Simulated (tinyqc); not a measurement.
# Worked calculation: bias-temperature instability, empirical power law with universal recovery

tinyqc, about 0.01 s, one thread, Intel Xeon 2.30GHz (shared host): `OMP_NUM_THREADS=1 python tinyqc.py 2070114 2070115 out.jsonl` Printed values are rounded.

Threshold-voltage shift at the end of a stress: dV = A (V/V0)^g exp[-(Ea q/kB)(1/T - 1/T0)] (t/1 s)^n. After a delay tr the permanent share pp stays and the rest falls by r = 1/(1 + B (tr/t)^be). An empirical model: its parameters are fits, not properties.

Values chosen for this exercise: reference stress voltage V0 = 1.8 V; reference temperature T0 = 398 K; shift after 1 s at V0 and T0 A = 5.8 mV; time exponent n = 0.2; voltage exponent g = 5.9; apparent activation energy of the shift Ea = 0.1 eV; permanent share pp = 0.19; recovery scale B = 3.1; recovery dispersion be = 0.14; use voltage V = 0.8 V; use temperature T = 328 K; failure criterion dc = 50 mV; delay before the measurement tr = 0.001 s.

Constants: q = 1.602176634e-19 C, kB = 1.380649e-23 J/K. Results are converted to the units shown.

## Shift and lifetime at use conditions

The lifetime solves dV = dc; ten years are 3.15576e8 s.

voltage factor = 0.008358400
temperature factor = 0.5367329
shift after ten years = 1.303557 mV
lifetime = 8.302e8 years
largest voltage for ten years = 1.484354 V

The device passes: the shift at ten years is below dc. A lifetime beyond 100 years is a far extrapolation of the power law. In time the voltage exponent is g/n = 29.5 and the activation energy Ea/n = 0.500 eV.

## What a delayed measurement sees

t, point 0 to 2 (s): [10, 100, 1000]

At V0 and T0, measured shift = dV [pp + (1 - pp) r]; the apparent exponent is the slope of ln(shift) against ln t between the first and last point.

```
point,dV (mV),share left,measured (mV)
0,9.192381,0.6269378,5.763051
1,14.56894,0.6904537,10.05918
2,23.09022,0.7493589,17.30286
```

apparent n = 0.2387327

The delay hides 25.1 % of the last shift and raises the exponent from 0.2 to 0.239, since short stresses recover by a larger share.
